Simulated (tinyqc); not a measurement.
# Programming of a floating-gate cell by Fowler-Nordheim tunnelling: effects of single changes

Per tunnel area the floating gate has Ctun = 3.9 eps0/tox to the channel (0 V) and Ccg to the control gate, Ct = Ctun/(1 - ag), no other coupling. With the threshold shift U = -Q/Ccg the field is F = ag (Vg - U)/tox, and dU/dt = J/Ccg. Fowler-Nordheim: J = A F^2 exp(-B/F), A = q^2/(16 pi^2 hbar mo phi) (times 1e14 for A/cm^2 with F in V/nm, emitter mass m0), B = (4/3) sqrt(mo/C) phi^1.5, C = hbar^2/(2 m0).

Inputs (values chosen for the exercise); oxide values close to those of silicon dioxide:
- phi = 3.01 eV (tunnel barrier)
- mo = 0.5 m0 (tunnelling mass)
- tox = 7.7 nm (tunnel oxide thickness)
- ag = 0.72 (coupling ratio Ccg/Ct)
- Vt0 = -1.7 V (threshold shift at the start)
- Vg = 11.4 V (control-gate voltage)

Constants: q = 1.602176634e-19 C, hbar = 1.054571817e-34 J s, m0 = 9.1093837015e-31 kg, eps0 = 8.8541878128e-14 F/cm where lengths are in cm, hbar^2/(2 m0) = 0.0380998212 eV nm^2. Results are converted to the units shown.

Each table varies one quantity; the others keep the values above.

## Threshold shift against time

Exact: exp(B/F(t)) = exp(B/F(0)) + K t, K = A B ag/(Ccg tox), and U = Vg - tox F/ag.

Threshold shift against time:
```
t (s)    F (V/nm)  J (A/cm^2)    U (V)  dU/dlog10 t (V)
1.9e-7      1.222      0.1669   -1.672          0.06332
9.7e-7      1.213      0.1394   -1.569           0.2701
4.9e-6      1.181     0.07499   -1.225           0.7337
2.5e-5      1.119     0.02099  -0.5711            1.048
0.00013     1.048    0.004005   0.1879            1.040
0.00063    0.9848    7.477e-4   0.8678           0.9406
0.0032     0.9262    1.309e-4    1.494           0.8365
0.016      0.8746    2.337e-5    2.047           0.7466
0.082      0.8277    4.085e-6    2.548           0.6688
0.41       0.7862    7.371e-7    2.992           0.6034
```

Read the table: what changes, and by how much?

U rises from -1.67 to 2.99 V, while J falls by 5.35 decades, at the end as t^(-1.06). Well past t0 = 4.19e-6 s the stored charge chokes the field and U gains only 0.603 V a decade. In every row the starting field exceeds 12 MV/cm, where the oxide would wear out or break down quickly.

## Effect of the gate voltage

Same model as above.

After 0.0001 s.

Effect of the gate voltage:
```
Vg (V)  F (V/nm)  J (A/cm^2)    U (V)
8.4       0.9426    2.175e-4   -1.681
9         0.9922    9.179e-4   -1.611
9.7        1.033    0.002744   -1.352
10.3       1.051    0.004228  -0.9354
10.9       1.057    0.004993  -0.4077
11.5       1.060    0.005302   0.1660
12.2       1.061    0.005432   0.8553
12.8       1.061    0.005474    1.452
13.4       1.061    0.005492    2.051
```

Read the table: what changes, and by how much?

U rises from -1.68 to 2.05 V, by 0.12 V a volt between the first two rows and 0.998 between the last two: once K t exceeds exp(B/F(0)) the final field, 1.06 V/nm, no longer depends on Vg. In 4 of the 9 rows the starting field exceeds 12 MV/cm, where the oxide would wear out or break down quickly.

## Effect of the coupling ratio

Same model as above.

After 0.0001 s.

Effect of the coupling ratio:
```
ag    F(0) (V/nm)  F (V/nm)  J (A/cm^2)    U (V)
0.42       0.7145    0.7145    2.441e-8   -1.700
0.47       0.7996    0.7996    1.306e-6   -1.700
0.52       0.8847    0.8842    3.269e-5   -1.693
0.57       0.9697    0.9642    4.139e-4   -1.625
0.63        1.072     1.029    0.002448   -1.176
0.68        1.157     1.050    0.004203  -0.4936
0.73        1.242     1.062    0.005533   0.2027
0.78        1.327     1.072    0.007071   0.8198
```

The starting field rises from 0.715 to 1.33 V/nm and U rises from -1.70 to 0.820 V. Between the last two rows 0.01 of coupling is worth 123 mV. In 2 of the 8 rows the starting field exceeds 12 MV/cm, where the oxide would wear out or break down quickly.

Range of the model: Programming fields of 10 MV/cm and more wear the oxide; trapping and the channel potential are ignored.

Program tinyqc, `OMP_NUM_THREADS=1 python tinyqc.py 2130029 2130030 out.jsonl`; Intel Xeon 2.30GHz, shared host, one thread, about 0.01 s.
